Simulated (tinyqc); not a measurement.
Which clusters to keep: cluster expansion of a binary alloy: correlations, fit, cross-validation and ground states. Computed by tinyqc, a small Python program. Command: `OMP_NUM_THREADS=1 python tinyqc.py 3008917 3008918 out.jsonl clex walk`. One thread of a shared host (Intel(R) Xeon(R) Processor @ 2.30GHz), about 0.06 s of CPU time with the checks.

s = +1 for A and -1 for B. Energy per site E = J0 + J1 P(point) + sum over clusters of m V P, with P the mean product of spins; V > 0 on a pair favours unlike neighbours. Clusters per site m: pair 1 4, pair 2 3, pair 3 6, triplet 12; the triplet is two first-neighbour bonds closed by a second-neighbour bond. Formation energies are counted from the line between pure A and pure B, which removes J0 and J1.

Inputs (values chosen for the exercise, for a model alloy):
```
quantity,value,unit
first-pair interaction V1,-17.9,meV
second-pair interaction V2,5.1,meV
third-pair interaction V3,-0.00076,meV
triplet interaction Vt,1.3,meV
noise amplitude,7.2,meV/site
```

Lattice: bcc.

Method:
- Design matrix of formation energies: m (P - 1) for pairs and m (P(triplet) - P(point)) for the triplet; x = (1 - P(point))/2.
- Exact: X V with V = (V1, V2, V3, Vt). The data to fit add the noise amplitude times the normal numbers, standing for what the clusters leave out.
- For each set, H = X (X^T X)^-1 X^T over the structures between the ends; residual e = E - H E; leave-one-out error e_i/(1 - H_ii); both as root mean squares.

correlations P, counted on periodic cells:
```
,point,pair 1,pair 2,pair 3,triplet
A,1.00000,1.00000,1.00000,1.00000,1.00000
A3B D0_3,0.50000,0.00000,0.00000,1.00000,-0.50000
A3B (001) layers,0.50000,0.00000,0.66667,0.33333,0.16667
A2B C11_b,0.33333,-0.33333,0.55556,0.11111,-0.11111
AB B2,0.00000,-1.00000,1.00000,1.00000,0.00000
AB B32,0.00000,0.00000,-1.00000,1.00000,0.00000
A2B2 B11,0.00000,0.00000,0.33333,-0.33333,0.00000
AB (110) layers,0.00000,0.00000,-0.33333,-0.33333,0.00000
AB2 C11_b,-0.33333,-0.33333,0.55556,0.11111,0.11111
AB3 D0_3,-0.50000,0.00000,0.00000,1.00000,0.50000
AB3 (001) layers,-0.50000,0.00000,0.66667,0.33333,-0.16667
B,-1.00000,1.00000,1.00000,1.00000,-1.00000
```

standard normal numbers for the noise (0 for the pure ends): A 0.000, A3B D0_3 0.811, A3B (001) layers -0.146, A2B C11_b 0.542, AB B2 0.453, AB B32 -0.975, A2B2 B11 1.929, AB (110) layers 0.324, AB2 C11_b -1.628, AB3 D0_3 0.289, AB3 (001) layers 1.236, B 0.000

X:
```
,pair 1,pair 2,pair 3,triplet
A,0.0000,0.0000,0.0000,0.0000
A3B D0_3,-4.0000,-3.0000,0.0000,-12.0000
A3B (001) layers,-4.0000,-1.0000,-4.0000,-4.0000
A2B C11_b,-5.3333,-1.3333,-5.3333,-5.3333
AB B2,-8.0000,0.0000,0.0000,0.0000
AB B32,-4.0000,-6.0000,0.0000,0.0000
A2B2 B11,-4.0000,-2.0000,-8.0000,0.0000
AB (110) layers,-4.0000,-4.0000,-8.0000,0.0000
AB2 C11_b,-5.3333,-1.3333,-5.3333,5.3333
AB3 D0_3,-4.0000,-3.0000,0.0000,12.0000
AB3 (001) layers,-4.0000,-1.0000,-4.0000,4.0000
B,0.0000,0.0000,0.0000,0.0000
```

data (meV/site): A 0.000, A3B D0_3 46.539, A3B (001) layers 60.252, A2B C11_b 85.640, AB B2 146.462, AB B32 33.980, A2B2 B11 75.295, AB (110) layers 53.539, AB2 C11_b 83.882, AB3 D0_3 73.981, AB3 (001) layers 80.602, B 0.000

Fits:
```
clusters,fit error (meV/site),leave-one-out error (meV/site),largest H_ii
V1,14.718,16.467,0.27481
V1 V2,9.476,11.218,0.53206
V1 V3,14.704,19.814,0.51153
V1 V2 Vt,6.860,9.180,0.53206
V1 Vt,13.187,15.370,0.45078
V1 V2 V3,9.262,12.029,0.71178
V1 V3 Vt,13.171,18.780,0.51153
V1 V2 V3 Vt,6.562,10.447,0.71178
```

leave-one-out error without pair 3 = 9.1798 meV/site

leave-one-out error with all four = 10.447 meV/site

What does the comparison show, and why?

The fit error can only fall as clusters are added, to 6.56 meV with all four. The leave-one-out error is least for V1 V2 Vt (9.18 meV), and all four give 10.45: the extra terms fit noise more than signal.

Extremes, crossings and ranges named in words are read from the listed rows.
